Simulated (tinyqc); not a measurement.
Inside a calculation. Model: donor in an ellipsoidal valley (Kohn-Luttinger variational method). Computed by tinyqc, a small Python program that keeps every step. Command: `OMP_NUM_THREADS=1 python tinyqc.py 3030849 3030850 out.jsonl kohnlutt walk`. One thread of a shared host (Intel(R) Xeon(R) Processor @ 2.30GHz), about 0.04 s of CPU time with the checks. Intermediate numbers are printed to about 6 digits and carried at full precision; extremes and crossings named in words are read from the listed rows.

H = -(d^2/dx^2 + d^2/dy^2) - gamma d^2/dz^2 - 2/r in units built on m_t, with gamma = m_t/m_l and z along the valley axis. One valley; no valley-orbit or central-cell term.

Inputs (values chosen for the exercise, modelled on GaP): transverse mass m_t = 0.256 m_0; longitudinal mass m_l = 1.17 m_0; dielectric constant eps = 10.9; trial ratio b/a = 0.92; observed depth chosen for 1s = 81 meV.

Constants: Ry = 13.605693123 eV; a_0 = 0.529177210903 angstrom; h x 1 THz = 4.135667696 meV.

## Effective units

Ry* = Ry m_t/eps^2, a* = a_0 eps/m_t, gamma = m_t/m_l.

Ry* = 29.3162 meV

a* = 22.5314 angstrom

gamma = 0.218803

## Energy at a trial ratio

Trial function exp(-sqrt((x^2 + y^2)/a^2 + z^2/b^2)) with beta = b/a < 1: E = t/a^2 - u/a, t = (2 + gamma/beta^2)/3, u = 2 arcsin(sqrt(1 - beta^2))/sqrt(1 - beta^2); the best a is 2 t/u and E(beta) = -u^2/(4 t).

t = 0.752837

u = 2.05510

best a = 0.732652 a*

E(beta) = -1.40251 Ry*

## Minimum over the ratio

Golden-section search on beta from 0.05 to 0.999, 60 steps.

Search, first ten steps; c and d are the inner points:
```
step       low      high         c  E(c) (Ry*)         d  E(d) (Ry*)
1     0.050000  0.999000  0.412486    -1.44388  0.636514    -1.54046
2     0.412486  0.999000  0.636514    -1.54046  0.774971    -1.48682
3     0.412486  0.774971  0.550943    -1.54320  0.636514    -1.54046
4     0.412486  0.636514  0.498057    -1.52458  0.550943    -1.54320
5     0.498057  0.636514  0.550943    -1.54320  0.583628    -1.54614
6     0.550943  0.636514  0.583628    -1.54614  0.603829    -1.54534
7     0.550943  0.603829  0.571144    -1.54568  0.583628    -1.54614
8     0.571144  0.603829  0.583628    -1.54614  0.591344    -1.54605
9     0.571144  0.591344  0.578860    -1.54606  0.583628    -1.54614
10    0.578860  0.591344  0.583628    -1.54614  0.586576    -1.54614
```

best beta = 0.584970

radius a of the 1s trial function = 16.9964 angstrom

radius b of the 1s trial function = 9.94235 angstrom

1s binding energy, trial function = 45.3272 meV

The envelope is flattened along the heavy axis; beta is close to gamma^(1/3) = 0.603.

## Levels from a Gaussian basis

Gaussian basis: g = P exp(-al (x^2 + y^2) - be z^2) with P = 1 (s-like), z (2p0) or x (2p+-); al = 0.004 x 2.6^k, k = 0..11, and be/al = 1, gamma^(-1/2) or 1/gamma (36 functions); 1/r = (2/sqrt(pi)) int exp(-t^2 r^2) dt by 48 Gauss-Legendre points after t = sqrt(al_i + al_j) tan(theta); overlap eigenvalues below 1e-10 are dropped.

1s binding energy, Gaussian basis = 45.3838 meV

2p0 binding energy = 16.4943 meV

2p+- binding energy = 9.35077 meV

The two-parameter trial function recovers 99.88 % of the 1s binding of the larger basis. 2p0, with its lobes along the heavy axis, is bound 1.76 times as strongly as 2p+-.

## Optical lines and the chemical shift

With an observed depth of 1s, the lines are 1s -> 2p0 = depth - E(2p0) and 1s -> 2p+- = depth - E(2p+-); the chemical shift is depth - E(1s, Gaussian basis); 1 meV = 1 THz/4.135667696.

line 1s -> 2p0 = 64.5057 meV

line 1s -> 2p+- = 71.6492 meV

chemical shift = 35.6162 meV

frequency of the line 1s -> 2p+- = 17.3247 THz

The spacing of the two lines, 7.143 meV, does not depend on the depth, so it is the same for every donor in this host.

## Which single mass stands for the valley

A hydrogenic level is Ry m/eps^2 for one mass m; errors are against the Gaussian basis.

1s binding energy:
```
rule                                      mass (m_0)  binding (meV)  error (%)
transverse mass                              0.25600         29.316    -35.404
conductivity mass 3/(2/m_t + 1/m_l)          0.34613         39.638    -12.661
density-of-states mass (m_t^2 m_l)^(1/3)     0.42484         48.651      7.198
longitudinal mass                            1.17000        133.984    195.225
trial function with a and b                        -         45.327     -0.125
mass that fits 1s                            0.39631         45.384      0.000
```

The conductivity mass, which is what a spherical trial function (a = b) gives, falls short by 12.7 %, as a restricted variational bound must; the density-of-states mass is off by +7.2 %. The mass that fits lies between the two.

## Levels against anisotropy

The trial energy is minimised over beta by golden section from 0.05 to 0.999, 60 steps.

Binding energies (Ry*):
```
gamma  1s, trial  1s, Gaussians       2p0      2p+-
0.055    2.05590        2.06660  0.990515  0.365769
0.110    1.80336        1.80853  0.760543  0.344312
0.220    1.54411        1.54602  0.561199  0.318745
0.330    1.39300        1.39387  0.460898  0.301933
0.370    1.35079        1.35145  0.434860  0.296955
0.610    1.17009        1.17020  0.332769  0.274098
0.860    1.05080        1.05079  0.273405  0.257481
```

As gamma falls from 0.86 to 0.055, 1s deepens from 1.051 to 2.067 Ry*, on the way from the hydrogen value 1 to the two-dimensional limit 4; 2p+- moves from 0.257 to 0.366 (limits 1/4 and 4/9), while 2p0 climbs from 0.273 to 0.991 and joins 1s as gamma tends to 0. Near gamma = 1 the trial function is almost exact and can pass the Gaussian basis, whose own error is about 3e-5 Ry*.

Checks made by the program: the Gaussian basis at gamma = 1 against 1, 1/4 and 1/4 Ry* (relative difference 3e-05); trial function against Gaussian basis (relative difference 1e-03).
